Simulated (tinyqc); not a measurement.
# Resistance of a source-drain extension with a graded tip: effects of single changes

y runs along the channel, the gate covers y > 0. The doping is N0 for y < y0 and N0 10^(-(y - y0)/la) beyond, uniform over the depth xj. Sheet conductance s(y) = q mu(N) max(N - Nch, 0) xj + (for y > 0) ma Cox Vo, with mu(N) = u0 + (u1 - u0)/(1 + (N/Nr)^au) and Cox = eps0 eox/tox. Current is taken as one-dimensional; depletion of the tip, spreading and the contact are left out. The metallurgical junction lies at yj, where N = Nch.

Parameters, values chosen for the exercise; mobility law close to that of electrons in silicon:
- eox = 3.9 (relative permittivity of the gate insulator (close to silicon dioxide))
- tox = 2.8 nm (insulator thickness)
- N0 = 1e20 cm^-3 (active doping of the extension far from the gate)
- la = 2.7 nm/decade (lateral abruptness)
- xj = 13 nm (depth of the extension)
- Nch = 1.6e18 cm^-3 (channel doping)
- Ls = 23 nm (spacer length)
- Vo = 0.55 V (gate overdrive)
- ma = 140 cm^2/(V s) (mobility of the gate-induced layer)
- u1 = 1414 cm^2/(V s) (mobility at low doping)
- u0 = 68.5 cm^2/(V s) (mobility at high doping)
- Nr = 9.2e16 cm^-3 (reference doping)
- au = 0.711 (exponent)
- Lg = 90 nm (gate length)

Constants: q = 1.602176634e-19 C, eps0 = 8.8541878128e-14 F/cm where lengths are in cm. Results are converted to the units shown.

Each table varies one quantity; the others keep the values above.

## Abruptness at a fixed junction position

R_spacer = integral of dy/s from -Ls to 0, R_ov from 0 to yj, R_channel = (Lg - 2 yj)/(ma Cox Vo), R_total = 2 R_spacer + 2 R_ov + R_channel. Electrical length L_eff = ma Cox dR_total/d(1/Vo); R_series = R_total - L_eff/(ma Cox Vo). y0 is moved with la so that yj stays at 6.0489 nm.

The same in every row: yj (nm) = 6.049; R_channel (ohm um) = 820.4.

Result of one run:
```
la (nm/decade)	R_spacer (ohm um)	R_ov (ohm um)	R_total (ohm um)	L_eff (nm)	R_series (ohm um)
10	39.84	41.59	983.2	83.38	105.2
```

What becomes of these results when the lateral abruptness la is changed from 10 to 3.6 nm/decade, all else the same?

Result of the changed run:
```
la (nm/decade)	R_spacer (ohm um)	R_ov (ohm um)	R_total (ohm um)	L_eff (nm)	R_series (ohm um)
3.6	14.46	23.42	896.1	80.28	50.68
```

The whole series:
```
la (nm/decade)	R_spacer (ohm um)	R_ov (ohm um)	R_total (ohm um)	L_eff (nm)	R_series (ohm um)
1	14.43	9.100	867.4	78.59	39.80
2.3	14.43	16.27	881.8	79.44	45.23
3.6	14.46	23.42	896.1	80.28	50.68
4.9	16.01	29.32	911.0	81.09	57.11
6.1	19.35	33.39	925.8	81.75	64.99
7.4	24.74	36.79	943.4	82.37	75.98
8.7	31.66	39.45	962.6	82.91	89.45
10	39.84	41.59	983.2	83.38	105.2
```

As la goes from 1 to 10 nm/decade, R_total rises from 867 to 983 ohm um, R_spacer rises from 14.4 to 39.8 ohm um and R_ov rises from 9.10 to 41.6 ohm um. R_total changes on average by 12.9 ohm um for each nm/decade. L_eff exceeds the metallurgical length by 0.689 nm in the first row and 5.48 nm in the last, since the gate also controls the lightly doped tips.

## Effect of the position under the gate where the fall begins

Same model as above.

Effect of the position under the gate where the fall begins:
```
y0 (nm)	yj (nm)	R_spacer (ohm um)	R_ov (ohm um)	R_channel (ohm um)	R_total (ohm um)	L_eff (nm)	R_series (ohm um)
-4	0.8489	29.67	7.010	929.9	1003	89.37	62.15
-2	2.849	16.18	15.19	887.8	950.5	86.02	44.63
0	4.849	14.43	17.77	845.6	910.0	82.09	45.57
2	6.849	14.43	18.96	803.5	870.3	78.10	47.80
4	8.849	14.43	20.14	761.4	830.5	74.12	50.04
6	10.85	14.43	21.32	719.3	790.8	70.13	52.27
8	12.85	14.43	22.51	677.1	751.0	66.14	54.51
```

What does the comparison show?

As y0 goes from -4 to 8, R_total falls from 1000 to 751 ohm um, L_eff falls from 89.4 to 66.1 nm and R_series goes from 62.2 through a minimum of 44.6 (at y0 = -2 among the rows listed) to 54.5 ohm um. More overlap also shortens the channel and adds capacitance, effects on threshold and speed that are left out.

Program tinyqc, `OMP_NUM_THREADS=1 python tinyqc.py 2282203 2282204 out.jsonl`; Intel Xeon 2.30GHz, shared host, one thread, about 0.03 s.
